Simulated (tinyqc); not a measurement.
# Undoped symmetric double-gate MOSFET, analytic potential model, step by step

tinyqc, about 0.01 s, one thread, Intel Xeon 2.30GHz (shared host): `OMP_NUM_THREADS=1 python tinyqc.py 2440124 2440125 out.jsonl` Printed values are rounded.

An undoped body of thickness ts between two equal insulators and tied gates; long channel, electrons only, n = ni exp((psi - V)/Vt) with V the quasi-Fermi potential (0 at the source, Vd at the drain), constant mobility, no quantisation. Across the body psi(x) = V - 2 Vt ln[(ts/(2 beta)) sqrt(q ni/(2 eps0 eps_r Vt)) cos(2 beta x/ts)], x from the centre. Q is the electron charge per area of the whole body.

Inputs (values chosen for the exercise); material values those of a made-up semiconductor:
- T = 300 K (temperature)
- Eg = 1.1 eV (band gap)
- eps_r = 13.4 (relative permittivity of the semiconductor)
- Nc = 3.42e19 cm^-3 (conduction-band density of states at T)
- Nv = 3.29e19 cm^-3 (valence-band density of states at T)
- eox = 7.48 (relative permittivity of the gate insulator)
- tox = 1.9 nm (insulator thickness)
- ts = 15 nm (body thickness)
- dphi = -0.1 V (gate work function less that of the intrinsic body)
- mu = 120 cm^2/(V s) (channel mobility)
- L = 1 um (gate length)
- Vg = 0.98 V (gate voltage)
- Vd = 0.1 V (drain voltage)

Constants: q = 1.602176634e-19 C, kB = 1.380649e-23 J/K, Vt = kB T/q, eps0 = 8.8541878128e-14 F/cm where lengths are in cm. Results are converted to the units shown.

Range of the model: The surface density at the source passes 0.3 Nc, where Boltzmann statistics fail.

## Constants of the body

ni = sqrt(Nc Nv) exp(-Eg/(2 Vt)), Eg in volts; r = eps_r tox/(eox ts); V0 = dphi + 2 Vt ln[(2/ts) sqrt(2 eps0 eps_r Vt/(q ni))].

ni = 1.93205e10 cm^-3
r = 0.226916
V0 = 0.349242 V

## Iteration 1: beta at the source by Newton steps

beta at the start = 1.5

With V = 0: f = ln(beta) - ln(cos beta) + 2 r beta tan(beta) - (Vg - V0)/(2 Vt); f' = 1/beta + tan(beta) + 2 r [tan(beta) + beta/cos^2(beta)]; beta(new) = beta - f/f'.

f = 0.454360
f' = 157.215
beta after iteration 1 = 1.49711

## Iteration 2: beta at the source by Newton steps

As before.

f = 0.0169339
f' = 145.723
beta after iteration 2 = 1.49699

## Course of the iteration: beta at the source by Newton steps

Stop when beta changes by less than 1e-11, or after 40 iterations. beta must stay between 0 and pi/2.

Course of the iteration:
```
iteration     beta  |change|
1          1.49711   2.89e-3
2          1.49699   1.16e-4
3          1.49699   1.74e-7
4          1.49699  3.88e-13
```

Converged in 4 iterations. At the end the number of correct digits about doubles with each step.

## Charges and drain current

beta_s = 1.49699
beta_d = 1.48096

beta (between 0 and pi/2) solves (Vg - V0 - V)/(2 Vt) = ln(beta) - ln(cos beta) + 2 r beta tan(beta). Q = 8 eps0 eps_r Vt beta tan(beta)/ts; I = mu (1/L)(4 eps0 eps_r/ts)(2 Vt)^2 [g(beta_s) - g(beta_d)] per width, g = beta tan(beta) - beta^2/2 + r beta^2 tan^2(beta), with beta_s at V = 0 and beta_d at V = Vd.

Qs = 3312.11 nC/cm^2
Qd = 2689.53 nC/cm^2
g(beta_s) = 112.147
g(beta_d) = 76.6821
I = 35.9961 uA/um

The term r beta^2 tan^2(beta), which gives the square law, makes up 82.9 % of g at the source.

## Potential and electron density across the body at the source

x/ts, point 0 to 6: 0  0.1  0.2  0.3  0.4  0.45  0.5

psi(x) as above with V = 0 and beta = beta_s; n = ni exp(psi/Vt).

```
point   psi (V)   n (cm^-3)
0      0.470102  1.52540e18
1      0.472455  1.67075e18
2      0.479985  2.23568e18
3      0.494567  3.92987e18
4      0.522269  1.14751e19
5      0.548003  3.10502e19
6      0.604908  2.80562e20
```

The density at the surface is 184 times that at the centre (1/cos^2 beta). It reaches 8.2 Nc, where Boltzmann statistics overestimate it.
